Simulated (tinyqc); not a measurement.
Worked calculation: CIS and TDHF on RHF in the sto-3g basis, for H2, spin multiplicity 1. One step of it, computed by the program tinyqc.

Question. CIS matrix, triplets. A(ia,jb) = (e_a - e_i) d_ij d_ab - (ij|ab).

orbital energies (hartree): MO1 -0.469897, MO2 0.427795

Two-electron integrals over orbitals (pq|rs), unique and non-zero (hartree):
```
(11|11) 0.618174   (21|21) 0.199791   (22|11) 0.614827   (22|22) 0.645642
```

Give: CIS matrix A, triplet.

Answer.

CIS matrix A, triplet (hartree), order 1>2:
$$\begin{pmatrix}
0.283
\end{pmatrix}$$
